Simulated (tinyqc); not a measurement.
What moves the results: ellipsoidal valleys in the axes of a wafer and a channel. A value that a table varies takes the place of the one given here.

Valleys with axes a along x, y and z, two valleys each; inverse mass tensor w = 1/mt + (1/ml - 1/mt) a a. Device axes: z = nz/|nz|, x = nx/|nx|, y = z cross x; in them a = (ax, ay, az). Confinement mass mz = 1/w_zz. In the plane w_ij is replaced by u_ij = w_ij - w_iz w_jz/w_zz (i, j = x, y); density-of-states mass md = 1/sqrt(det u); conductivity mass along x mc = 1/u_xx; ballistic transport mass mx = u_yy/det u, width mass my = 1/u_yy.

Hard walls: E_n = c (n pi/t)^2/mz, c = hbar^2/2m0, n = 1, 2, 3. Non-degenerate share of a valley proportional to md sum_n exp(-E_n/kT); mean 1/mc = sum of share/mc. 1 nm = 10 angstrom.

Constants: hbar^2/2m0 = 3.80998211 eV angstrom^2; kB = 8.617333262e-05 eV/K.

Inputs chosen for the exercise (near those of the Delta valleys of Si; the results hold for these values, not for the real material): ml = 0.923 m0 (longitudinal mass); mt = 0.194 m0 (transverse mass); t = 3.8 nm (thickness of the film); T = 77 K (temperature); nz = (1, 1, 0) (surface normal (confinement)); nx = (0, 0, 1) (channel direction).

## Wafer and channel orientation

For each face/channel: the lowest ladder (mz, number of valleys, md, E1, share) and the mean conductivity mass over all valleys.

Results:

| face/channel | mz | valleys | md | E1 (meV) | share | mean mc |
|---|---|---|---|---|---|---|
| (111)/[11-2] | 0.263 | 6 | 0.363 | 98.9 | 1.000 | 0.3019 |
| (110)/[1-11] | 0.321 | 4 | 0.329 | 81.2 | 1.000 | 0.3434 |
| (112)/[11-1] | 0.410 | 2 | 0.291 | 63.6 | 0.999 | 0.4368 |
| (110)/[1-10] | 0.321 | 4 | 0.329 | 81.2 | 1.000 | 0.5583 |
| (110)/[001] | 0.321 | 4 | 0.329 | 81.2 | 1.000 | 0.1940 |
| (210)/[001] | 0.527 | 2 | 0.257 | 49.4 | 1.000 | 0.1940 |
| (100)/[011] | 0.923 | 2 | 0.194 | 28.2 | 1.000 | 0.1940 |

How do the results move?

The mean conductivity mass is lowest, 0.1940, for (110)/[001], (210)/[001] and (100)/[011] and highest, 0.5583, for (110)/[1-10]; the bulk value is 0.2633. The confinement energy is lowest on the face with the heaviest mz ((100), 28 meV). The density of states of the lowest ladder, valleys times md, runs between 0.388 and 2.179; a small value limits the charge through the quantum capacitance.

## Thickness of the film

Share of the lowest ladder and mean conductivity mass.

Results:

| t (nm) | lowest E1 (meV) | spread of E1 (meV) | share of the lowest ladder | mean mc |
|---|---|---|---|---|
| 2.0 | 293.2 | 191.4 | 1.000 | 0.1940 |
| 3.0 | 130.3 | 85.0 | 1.000 | 0.1940 |
| 4.0 | 73.3 | 47.8 | 1.000 | 0.1941 |
| 5.0 | 46.9 | 30.6 | 0.994 | 0.1950 |
| 7.0 | 23.9 | 15.6 | 0.942 | 0.2032 |
| 10.0 | 11.7 | 7.7 | 0.832 | 0.2237 |
| 14.0 | 6.0 | 3.9 | 0.747 | 0.2424 |

What does this show?

The spread falls as 1/t^2 and passes kT = 6.6 meV between t = 10 and 14 nm; the share of the lowest ladder goes from 1.000 to 0.747 and the mean mass goes from 0.1940 to 0.2424, against 0.2633 for equal shares, the limit of a thick film (the bulk value 3/(1/ml + 2/mt) is 0.2633). Three subbands a valley become too few once E3 nears kT. In the thinnest rows E1 (293 meV) is beyond the parabolic range.

## What each parameter does

Lowest E1, its share and the mean conductivity mass. Each row changes one parameter from the base and keeps the others.

Results:

| case | lowest E1 (meV) | share | mean mc (m0) |
|---|---|---|---|
| base | 81.22 | 0.9998 | 0.1940 |
| ml = 1.015 m0 | 79.94 | 0.9998 | 0.1940 |
| mt = 0.213 m0 | 75.24 | 0.9995 | 0.2131 |
| t = 3.42 nm | 100.27 | 1.0000 | 0.1940 |
| T = 84.7 K | 81.22 | 0.9995 | 0.1941 |

How do the results move?

The largest shifts from the base row, up to three for each result and ties (the steps differ in size, so this ranks the rows, not the parameters). lowest E1 (meV): t +19.05, mt -5.99, ml -1.28; unchanged at the printed digits by T. share: mt -0.0003, T -0.0002, t +0.0002; unchanged at the printed digits by ml. mean mc (m0): mt +0.0191, T +0.0000; unchanged at the printed digits by ml and t.

(tinyqc, `OMP_NUM_THREADS=1 python tinyqc.py 1880712 1880713 out.jsonl`, Intel(R) Xeon(R) Processor @ 2.30GHz, 1 thread, shared host, about 0.01 s.)
